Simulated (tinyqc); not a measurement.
The gap of an alloy series: thresholds of impact ionisation and Auger recombination from band masses.

Parabolic bands, no phonon. At threshold the three slow carriers share one velocity. With M their total mass and m4 the mass of the fast carrier, the fast carrier has the kinetic energy E_T = G M/(M - m4) and the slow ones together E_a = G m4/(M - m4), the activation energy of the Auger rate. CCCH (fast electron): G = Eg, M = 2 me + mh, m4 = me. CHHS (hole into the split-off band): G = Eg - Dso, M = 2 mh + me, m4 = ms; this form holds for Eg > Dso (below, the process needs about Dso - Eg and is marked by a dash). CHHL (hole into the light band): G = Eg, M = 2 mh + me, m4 = ml. CHHH (fast heavy hole): G = Eg, M = 2 mh + me, m4 = mh.

Non-parabolic fast electron: E (1 + alpha E) = c k^2/me with alpha = (1 - me)^2/Eg; the slow carriers stay parabolic, so E_T = Eg + me E_T (1 + alpha E_T)/M, M = 2 me + mh (the root between Eg and 1.9 Eg).

Constants: kB = 8.617333262e-05 eV/K; hc = 1239.841984 eV nm.

Values chosen for the exercise (near those of InAs, gap at low temperature and not tied to T; the results hold for these values, not for the real material):
```
symbol  value   unit  meaning
Eg      0.407   eV    gap at Gamma to the s-like level
Dso     0.385   eV    spin-orbit splitting
me      0.0256  m0    electron mass at Gamma
mh      0.38    m0    heavy-hole mass
ms      0.144   m0    split-off mass
ml      0.0271  m0    light-hole mass
T       250     K     temperature
```

Eg is varied with me and ml proportional to it; mh, ms and Dso are kept. E_a of three processes; wavelength hc/Eg.

Results:
```
Eg (eV)  wavelength (micrometre)      me  CCCH (meV)  CCCH non-parabolic (meV)  CHHS (meV)  CHHL (meV)  log10 exp(-E_a/kT), non-parabolic
0.122                      10.16  0.0077         2.4                       5.0           -         1.3                              -0.10
0.204                       6.08  0.0128         6.7                      14.1           -         3.6                              -0.28
0.305                       4.07  0.0192        14.7                      31.9           -         8.2                              -0.64
0.407                       3.05  0.0256        25.7                      57.4         4.9        14.5                              -1.16
0.509                       2.44  0.0320        39.6                      91.1        27.6        22.8                              -1.84
0.651                       1.90  0.0409        63.3                     151.9        58.3        37.2                              -3.06
0.814                       1.52  0.0512        96.7                     243.5        92.6        58.3                              -4.91
```

E_a of CCCH goes nearly as Eg^2 (power 1.94 over the table), as both G and me grow; the non-parabolic value goes with the power 2.05, and its Boltzmann factor spans 4.8 decades; rows with E_a far above kT are formal, since phonon-assisted processes and side valleys rule there. CHHS is resonant at Eg = Dso = 0.385 eV, with no activation, and is the easiest process near there; it has the lowest E_a of the parabolic values for Eg = 0.407 eV.

tinyqc: `OMP_NUM_THREADS=1 python tinyqc.py 1851114 1851115 out.jsonl`; about 0.01 s, one thread, shared Intel(R) Xeon(R) Processor @ 2.30GHz.
